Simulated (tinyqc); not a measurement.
# Changing the C44

Model: anisotropic elasticity and sound waves of a cubic crystal. Computed by tinyqc, a small Python program. Command: `OMP_NUM_THREADS=1 python tinyqc.py 3002876 3002877 out.jsonl cubicelastic sweep`. One thread of a shared host (Intel(R) Xeon(R) Processor @ 2.30GHz), about 0.01 s of CPU time with the checks.

Voigt order 1..6 = xx, yy, zz, yz, xz, xy, with engineering shear strains. The rotated frame has x' as named, z' along the wafer normal and y' = z' x x'.

Inputs (values chosen for the exercise, modelled on copper):
```
quantity                                value   unit
C11                                       168    GPa
C12                                       120    GPa
expansion coefficient of the film          16  ppm/K
expansion coefficient of the substrate    4.2  ppm/K
cooling Delta T                           500      K
```

Frame: (110) wafer, x' along [1-11].

direction cosines a (rows x', y', z' in the cube axes):
```
            x           y           z
x'  0.5773503  -0.5773503   0.5773503
y'  0.4082483  -0.4082483  -0.8164966
z'  0.7071068   0.7071068   0.0000000
```

Method:
- S11 = (C11 + C12)/D, S12 = -C12/D, D = (C11 - C12)(C11 + 2 C12), S44 = 1/C44. Zener ratio A = 2 C44/(C11 - C12); S0 = S11 - S12 - S44/2; H = 2 C44 + C12 - C11.
- C'_ijkl = C12 delta_ij delta_kl + C44 (delta_ik delta_jl + delta_il delta_jk) - H sum_m a_im a_jm a_km a_lm.
- Invert C' to S'. E along x' = 1/S'11, along y' = 1/S'22; Poisson ratios nu(x'y') = -S'12/S'11 and nu(x'z') = -S'13/S'11; in-plane shear modulus 1/S'66.
- On cooling, a thick substrate imposes eps_1 = eps_2 = (alpha_film - alpha_substrate) Delta T and eps_6 = 0; the free surface sets sigma_3 = sigma_4 = sigma_5 = 0, which fixes eps_3, eps_4, eps_5. Biaxial modulus M = (sigma_1 + sigma_2)/(2 eps); energy density M eps^2. Elastic response and constant coefficients are assumed.

One run for each value:
```
C44 (GPa)  Zener ratio A  E along x' (GPa)  E along y' (GPa)  biaxial modulus M (GPa)  nu(x'y')  nu(x'z')
7.2                0.300              21.2              25.6                     61.5    0.4740    0.4740
10.1               0.421              29.6              34.4                     71.9    0.4638    0.4638
14.1               0.588              40.9              45.4                     85.5    0.4499    0.4499
19.7               0.821              56.4              58.9                    103.6    0.4309    0.4309
27.6               1.150              77.6              74.9                    127.0    0.4050    0.4050
38.6               1.608             105.8              92.9                    156.2    0.3704    0.3704
54.0               2.250             143.1             112.1                    191.6    0.3247    0.3247
75.5               3.146             191.1             131.6                    232.8    0.2658    0.2658
106.0              4.417             252.4             150.4                    279.1    0.1907    0.1907
```

What does the table show, and why?

Over the rows, Zener ratio A rises from 0.300 to 4.42 (exponent d ln y / d ln x about 1.0 throughout); E along x' (GPa) rises from 21.2 to 252 (exponent d ln y / d ln x 0.98 between the first rows and 0.82 between the last); E along y' (GPa) rises from 25.6 to 150 (exponent d ln y / d ln x 0.87 between the first rows and 0.39 between the last); biaxial modulus M (GPa) rises from 61.5 to 279 (exponent d ln y / d ln x 0.46 between the first rows and 0.53 between the last). The crystal is isotropic at C44 = (C11 - C12)/2 = 24.0 GPa.

Caution (all rows): the thermal stress of this film exceeds 200 MPa, which can relax by slip, cracking or buckling in a real film.
